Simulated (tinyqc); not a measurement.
Comparisons within one model: quantum-confined Stark effect in a modulator well. A value that a table varies takes the place of the one given here.

Envelopes on cells of 0.5 angstrom over the well |z| < L/2 and 45 angstrom of barrier on each side, psi = 0 beyond, psi'/m continuous (mean mass between points), c = hbar^2/2m0. The electron sees + e F z and the hole - e F z, each with its offset in the barriers; 1 kV/cm = 1e-5 eV/angstrom. Light holes, band mixing and escape by tunnelling are left out.

Exciton: in-plane function exp(-rho/lam), 1/mu = 1/me + 1/mp, E(lam) = c/(mu lam^2) - (q/eps) times the integral over k of Fm(k)(1 + (k lam/2)^2)^(-3/2), Fm(k) the double integral of psi_e^2 psi_h^2 exp(-k |z - z'|), q = e^2/(4 pi eps0); binding Eb = -E at the minimum. Line at Eg + E_e + E_h - Eb, strength proportional to overlap^2/lam^2.

Constants: hbar^2/2m0 = 3.80998211 eV angstrom^2; e^2/(4 pi eps0) = 14.39964547 eV angstrom; hc = 1239.841984 eV nm.

Values chosen for the exercise (near those of a Ge well in SiGe, direct gap; shifted at random, so the results belong to these values and not to a real crystal):

| symbol | value | unit | meaning |
|---|---|---|---|
| L | 106 | angstrom | well width |
| Vc | 0.406 | eV | conduction offset |
| Vv | 0.102 | eV | heavy-hole offset |
| me | 0.0422 | m0 | electron, well |
| meb | 0.054 | m0 | electron, barrier |
| mh | 0.2 | m0 | heavy hole along z, well |
| mhb | 0.234 | m0 | heavy hole, barrier |
| Eg | 0.84 | eV | gap of the well |
| mp | 0.066 | m0 | heavy hole in the plane |
| eps | 15.5 |  | dielectric constant |
| Fs | (0, 13, 25, 38, 52, 67, 84) | kV/cm | fields |
| Ls | (50, 66, 84, 104, 126, 150, 170) | angstrom | widths |
| F_L | 39 | kV/cm | field for this table |
| F | 39 | kV/cm | field |

## Raising the field

All quantities anew; shifts from zero field.

Results:

| F (kV/cm) | dE_e (meV) | dE_h (meV) | Eb (meV) | line shift (meV) | overlap^2 | relative strength |
|---|---|---|---|---|---|---|
| 0 | 0.00 | 0.00 | 3.91 | 0.00 | 0.999 | 1.000 |
| 13 | -0.08 | -0.35 | 3.90 | -0.42 | 0.982 | 0.977 |
| 25 | -0.31 | -1.28 | 3.86 | -1.53 | 0.939 | 0.920 |
| 38 | -0.71 | -2.88 | 3.81 | -3.48 | 0.871 | 0.832 |
| 52 | -1.32 | -5.22 | 3.73 | -6.36 | 0.785 | 0.726 |
| 67 | -2.19 | -8.33 | 3.65 | -10.26 | 0.688 | 0.613 |
| 84 | -3.43 | -12.48 | 3.55 | -15.55 | 0.584 | 0.497 |

The line shift grows with exponent 1.98 in F at low field and 1.84 at the end, as the carriers come up against opposite walls and the dipole begins to saturate. The hole gives 81 % of the level shift in the second row and 78 % in the last. The largest shift is 4.0 times the zero-field binding, yet 91 % of the binding survives, since the walls stop the field from pulling the pair apart. Half the strength is gone between 67 and 84 kV/cm.

## Width of the well

Zero-field line, its shift at F_L and the relative strength.

Results:

| L (angstrom) | line at F = 0 (nm) | Eb (meV) | shift (meV) | relative strength | shift x strength (meV) |
|---|---|---|---|---|---|
| 50 | 1253.4 | 4.36 | -0.66 | 0.985 | 0.65 |
| 66 | 1312.4 | 4.23 | -1.11 | 0.968 | 1.08 |
| 84 | 1356.1 | 4.08 | -1.97 | 0.926 | 1.83 |
| 104 | 1387.8 | 3.93 | -3.47 | 0.837 | 2.91 |
| 126 | 1410.8 | 3.78 | -5.89 | 0.682 | 4.02 |
| 150 | 1427.5 | 3.63 | -9.47 | 0.479 | 4.53 |
| 170 | 1437.2 | 3.52 | -13.16 | 0.321 | 4.23 |

The shift grows with exponent 1.90 in L over the first two rows and 2.62 over the last two, against 4 for hard walls at second order; leakage lowers it in narrow wells and saturation in wide ones. The strength falls from 0.99 to 0.32, and the product of the two is largest at 150 angstrom.

## What each parameter does

Zero-field line, shift at F, overlap^2 and Eb at F. Each row changes one parameter from the base and keeps the others.

Results:

| case | line (nm) | shift (meV) | overlap^2 | Eb (meV) |
|---|---|---|---|---|
| base | 1390.3 | -3.66 | 0.865 | 3.80 |
| L = 96 angstrom | 1376.7 | -2.80 | 0.907 | 3.91 |
| F = 31 kV/cm | 1390.3 | -2.34 | 0.910 | 3.84 |
| Vc = 0.325 eV | 1394.1 | -3.76 | 0.860 | 3.78 |
| Vv = 0.128 eV | 1389.6 | -3.37 | 0.879 | 3.83 |
| me = 0.0485 m0 | 1396.0 | -3.67 | 0.861 | 4.05 |
| mh = 0.17 m0 | 1388.8 | -3.57 | 0.875 | 3.79 |
| eps = 14 | 1391.5 | -3.63 | 0.865 | 4.53 |

The largest shifts from the base row, up to three for each result and ties (the steps differ in size, so this ranks the rows, not the parameters). line (nm): L -13.6, me +5.7, Vc +3.8; unchanged at the printed digits by F. shift (meV): F +1.32, L +0.86, Vv +0.29. overlap^2: F +0.045, L +0.042, Vv +0.014; unchanged at the printed digits by eps. Eb (meV): eps +0.73, me +0.24, L +0.11.

Computed by tinyqc, a small Python program: `OMP_NUM_THREADS=1 python tinyqc.py 1281333 1281334 out.jsonl` (the numbers bound the seed that draws the inputs); one thread of a shared host (Intel(R) Xeon(R) Processor @ 2.30GHz), about 0.2 s for the whole set of steps.
